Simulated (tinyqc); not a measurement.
# Inputs raised by 2 %, one at a time

Model: wafer bonding and layer transfer: bond energy, gap closing, particles, bonding of dissimilar wafers and hydrogen blisters. Computed by tinyqc, a small Python program. Command: `OMP_NUM_THREADS=1 python tinyqc.py 3030128 3030129 out.jsonl bond sens`. One thread of a shared host (Intel(R) Xeon(R) Processor @ 2.30GHz), about 0.01 s of CPU time with the checks.

gamma is the energy per area of each of the two surfaces; plates are isotropic, and both wafers have E1 and t1.

Inputs (values chosen for the exercise, with wafer 1 close to silicon):
```
quantity                                      value        unit
Young's modulus E1                              144         GPa
Poisson ratio nu                                0.2           -
thickness t1                                    625  micrometre
blade thickness t_b                             150  micrometre
crack length L                                 29.9          mm
particle radius h                               1.8  micrometre
radius of a shallow gap R                     0.068          mm
half height of the gap h_g                       35          nm
implant depth d                                0.69  micrometre
hydrogen dose                                   3.2   1e16/cm^2
share of the dose released as H2               0.11           -
surface energy of the weakened plane gamma_s   0.59       J/m^2
anneal temperature T                            775           K
```

Pair: two equal wafers.

Constants: k_B = 1.380649e-23 J/K.

Method:
- Two cantilevers opened by t_b: gamma = 3 t_b^2 E1 t1^3 E2 t2^3/(16 L^4 (E1 t1^3 + E2 t2^3)).
- E' = E1/(1 - nu^2), equal wafers of thickness t1 assumed. A gap of radius R closes if h_g < h_c: h_c = R^2/sqrt((2/3) E' t1^3/gamma) for R > 2 t1 (plate bending), h_c = 3.6 sqrt(R gamma/E') for R < 2 t1 (local deformation).
- E' = E1/(1 - nu^2), equal wafers assumed. Void radius in the plate regime: R_v = [(2/3) E' t1^3/gamma]^(1/4) h^(1/2). Below h_crit = 5 sqrt(t1 gamma/E') the wafers deform locally and R_v is of the order of h (taken as h).
- A flat crack of radius r under a layer of thickness d, as a clamped plate: centre height w = 3 p r^4/(16 E' d^3), volume pi r^2 w/3, energy release G = 3 p^2 r^4/(32 E' d^3), E' = E1/(1 - nu^2). It grows when G = 2 gamma_s. The gas comes from the area pi r^2: p V = (dose x share/2) pi r^2 k_B T, and G = p w/2 = (3/2) N k_B T with N the H2 molecules per area. Share needed: G = 2 gamma_s. The pressure and height at growth are given for r = 10 d.

Runs; columns: (1) input moved; (2) from; (3) to; (4) void radius (micrometre); (5) closable height h_c (nm); (6) share of the dose needed; (7) pressure at growth (MPa):
```
(1)                                                    (2)     (3)   (4)    (5)     (6)    (7)
base run                                                 -       -  5404  23.35  0.4595  16.54
Young's modulus E1 (GPa)                               144  146.88  5404  23.35  0.4595  16.71
thickness t1 (micrometre)                              625   637.5  5404  24.05  0.4595  16.54
blade thickness t_b (micrometre)                       150     153  5350  23.81  0.4595  16.54
crack length L (mm)                                   29.9  30.498  5512  22.44  0.4595  16.54
hydrogen dose (1e16/cm^2)                              3.2   3.264  5404  23.35  0.4505  16.54
surface energy of the weakened plane gamma_s (J/m^2)  0.59  0.6018  5404  23.35  0.4687  16.71
implant depth d (micrometre)                          0.69  0.7038  5404  23.35  0.4595  16.38
```

Exponents ln(y'/y) / ln(x'/x):
```
input                                         void radius  closable height h_c  share of the dose needed  pressure at growth
Young's modulus E1                                    0.0                  0.0                         0                 0.5
thickness t1                                          0.0                  1.5                         0                 0.0
blade thickness t_b                                  -0.5                  1.0                         0                 0.0
crack length L                                        1.0                 -2.0                         0                 0.0
hydrogen dose                                         0.0                  0.0                        -1                 0.0
surface energy of the weakened plane gamma_s          0.0                  0.0                         1                 0.5
implant depth d                                       0.0                  0.0                         0                -0.5
```

To which inputs is each result most sensitive?

Among the inputs moved here: void radius answers most in size to crack length L (exponent +1.000), next to blade thickness t_b (-0.500); its exponent is below 0.0005 for Young's modulus E1, thickness t1, hydrogen dose, surface energy of the weakened plane gamma_s, implant depth d. Closable height h_c answers most in size to crack length L (exponent -2.000), next to thickness t1 (+1.500); its exponent is below 0.0005 for Young's modulus E1, hydrogen dose, surface energy of the weakened plane gamma_s, implant depth d. Share of the dose needed answers most in size to surface energy of the weakened plane gamma_s (exponent +1.000), and about equally to hydrogen dose (-1.000); its exponent is below 0.0005 for Young's modulus E1, thickness t1, blade thickness t_b, crack length L, implant depth d. Pressure at growth answers most in size to Young's modulus E1 (exponent +0.500), and about equally to surface energy of the weakened plane gamma_s (+0.500), implant depth d (-0.500); its exponent is below 0.0005 for thickness t1, blade thickness t_b, crack length L, hydrogen dose. Its exponent -0.500 in implant depth d: d^(3/2)/r^2 at r proportional to d.
